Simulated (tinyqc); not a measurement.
# Well width and field from level and shift

Question. An infinitely deep well has E_1(0) = C (pi/L)^2/m1, C = hbar^2/(2 m0), and in a field F (potential zero at the centre of the well) the second-order term of the shift is -m1 F^2 L^4 (15 - pi^2)/(48 C pi^4); higher orders are set aside. Find L and F.

Parameters, values chosen for the exercise: mass m1 = 0.086 m0.

Constants: q = 1.602176634e-19 C, hbar = 1.054571817e-34 J s, m0 = 9.1093837015e-31 kg, hbar^2/(2 m0) = 0.0380998212 eV nm^2. Results are converted to the units shown.

E_1(0) = 0.12997752 eV
second-order shift of level 1 = -1.6144333 meV

Solution. The level gives L, and the shift then gives F^2.

L = 5.80 nm
F = 0.0240 V/nm

Program tinyqc, `OMP_NUM_THREADS=1 python tinyqc.py 2580022 2580023 out.jsonl`; Intel Xeon 2.30GHz, shared host, one thread, about 0.02 s.
